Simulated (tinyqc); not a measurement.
# Semiconductor laser, carrier and photon rate equations: several studies

Carrier density N and photon density S in one mode: dN/dt = F1 = eta I/(q V) - (A N + B N^2 + C N^3) - vg g S; dS/dt = F2 = G vg g S + G be B N^2 - S/tp, with g = g0 ln(N/Ntr)/(1 + ec S). Output power P = Fo Eph S V/(G tp). No heating, no carrier transport.

Inputs (values chosen for the exercise): active volume V = 2e-11 cm^3; confinement factor G = 0.095; group velocity vg = 6.95e9 cm/s; gain coefficient g0 = 2400 1/cm; transparency density Ntr = 1.4e18 cm^-3; gain compression ec = 2.5e-17 cm^3; photon lifetime tp = 2.7 ps; defect recombination coefficient A = 2.2e7 1/s; radiative coefficient B = 8e-11 cm^3/s; Auger coefficient C = 5.7e-30 cm^6/s; share of spontaneous emission into the mode be = 1.6e-5; injection efficiency eta = 0.92; share of cavity losses that is output Fo = 0.43; photon energy Eph = 0.95 eV; drive current I = 5.2 mA.

Constants: q = 1.602176634e-19 C. Results are converted to the units shown.

Each table varies one quantity; the others keep the values above.

## Light against current through threshold

gth = 1/(G vg tp), Nth = Ntr exp(gth/g0), Ith = q V (A Nth + B Nth^2 + C Nth^3)/eta. N and S are the steady state (F1 = F2 = 0, S > 0).

Result of one run:

| I (mA) | N/Nth | S (cm^-3) | P (mW) | share of carriers lost by stimulated emission (%) |
|---|---|---|---|---|
| 1.7 | 1.000 | 4.290e13 | 0.2189 | 34.27 |

What becomes of these results when the drive current I is changed from 1.7 to 0.56 mA, all else the same?

Result of the changed run:

| I (mA) | N/Nth | S (cm^-3) | P (mW) | share of carriers lost by stimulated emission (%) |
|---|---|---|---|---|
| 0.56 | 0.7003 | 3.303e8 | 1.686e-6 | -4.201e-4 |

The whole series:

| I (mA) | N/Nth | S (cm^-3) | P (mW) | share of carriers lost by stimulated emission (%) |
|---|---|---|---|---|
| 0.22 | 0.4213 | 4.929e7 | 2.515e-7 | -8.209e-4 |
| 0.56 | 0.7003 | 3.303e8 | 1.686e-6 | -4.201e-4 |
| 0.89 | 0.8908 | 1.647e9 | 8.406e-6 | 0.001270 |
| 1.1 | 0.9921 | 2.984e10 | 1.523e-4 | 0.03558 |
| 1.2 | 1.000 | 6.118e12 | 0.03122 | 6.921 |
| 1.7 | 1.000 | 4.290e13 | 0.2189 | 34.27 |
| 2.2 | 1.000 | 7.969e13 | 0.4067 | 49.18 |
| 3.4 | 1.001 | 1.680e14 | 0.8572 | 67.08 |
| 5.6 | 1.002 | 3.298e14 | 1.683 | 79.98 |

Ith is 1.12 mA. The power rises by a factor of 3710 between 0.89 and 1.2 mA, while N/Nth goes only from 0.891 to 1.00. Above threshold N is nearly clamped, reaching 1.002 Nth in the last row through gain compression, and the slope between the last two rows is 0.375 W/A, against Fo eta Eph/q = 0.376 W/A. At I = 0.22 mA N is far below Ntr, where the logarithmic gain law overstates the absorption.

## Effect of the Auger coefficient on threshold and bandwidth

Jacobian, with a = g0/(N (1 + ec S)) and d = g/(1 + ec S): J11 = -(A + 2 B N + 3 C N^2) - vg a S, J12 = -vg d, J21 = G vg a S + 2 G be B N, J22 = G vg d - 1/tp. wR^2 = det J, gamma = -trace J, fR = wR/(2 pi); the response wR^2/(wR^2 - w^2 + i gamma w) falls to 1/sqrt(2) at w^2 = x + sqrt(x^2 + wR^4), x = wR^2 - gamma^2/2 (f3dB = w/(2 pi)).

Effect of the Auger coefficient on threshold and bandwidth:

| C (cm^6/s) | Ith (mA) | P (mW) | fR (GHz) | gamma (1/ns) | f3dB (GHz) |
|---|---|---|---|---|---|
| 5.7e-31 | 1.018 | 1.570 | 5.195 | 6.014 | 8.024 |
| 1.1e-30 | 1.028 | 1.566 | 5.189 | 6.005 | 8.014 |
| 2.1e-30 | 1.048 | 1.559 | 5.177 | 5.989 | 7.996 |
| 4e-30 | 1.084 | 1.545 | 5.155 | 5.957 | 7.961 |
| 7.7e-30 | 1.155 | 1.518 | 5.110 | 5.895 | 7.893 |
| 1.5e-29 | 1.296 | 1.465 | 5.021 | 5.772 | 7.756 |
| 2.8e-29 | 1.547 | 1.371 | 4.859 | 5.554 | 7.505 |

What does the comparison show?

As C goes from 5.7e-31 to 2.8e-29 cm^6/s, Ith rises from 1.02 to 1.55 mA, fR falls from 5.20 to 4.86 GHz, gamma falls from 6.01 to 5.55 1/ns and f3dB falls from 8.02 to 7.51 GHz.

## Effect of the gain compression on threshold and bandwidth

Same model as above.

The same in every row: Ith (mA) = 1.117.

Result of one run:

| ec (cm^3) | P (mW) | fR (GHz) | gamma (1/ns) | f3dB (GHz) |
|---|---|---|---|---|
| 4.6e-17 | 1.532 | 5.114 | 8.189 | 7.855 |

What becomes of these results when the gain compression ec is changed from 4.6e-17 to 1e-18 cm^3, all else the same?

Result of the changed run:

| ec (cm^3) | P (mW) | fR (GHz) | gamma (1/ns) | f3dB (GHz) |
|---|---|---|---|---|
| 1e-18 | 1.534 | 5.157 | 3.306 | 7.998 |

The whole series:

| ec (cm^3) | P (mW) | fR (GHz) | gamma (1/ns) | f3dB (GHz) |
|---|---|---|---|---|
| 1e-18 | 1.534 | 5.157 | 3.306 | 7.998 |
| 2.2e-18 | 1.534 | 5.156 | 3.438 | 7.995 |
| 4.6e-18 | 1.534 | 5.154 | 3.702 | 7.989 |
| 1e-17 | 1.534 | 5.148 | 4.294 | 7.975 |
| 2.2e-17 | 1.533 | 5.137 | 5.603 | 7.939 |
| 4.6e-17 | 1.532 | 5.114 | 8.189 | 7.855 |
| 1e-16 | 1.529 | 5.065 | 13.86 | 7.604 |

As ec goes from 1e-18 to 1e-16 cm^3, Ith stays at 1.12 mA, fR falls from 5.16 to 5.06 GHz, gamma rises from 3.31 to 13.9 1/ns and f3dB falls from 8.00 to 7.60 GHz.

tinyqc, about 0.01 s, one thread, Intel Xeon 2.30GHz (shared host): `OMP_NUM_THREADS=1 python tinyqc.py 2840021 2840022 out.jsonl`
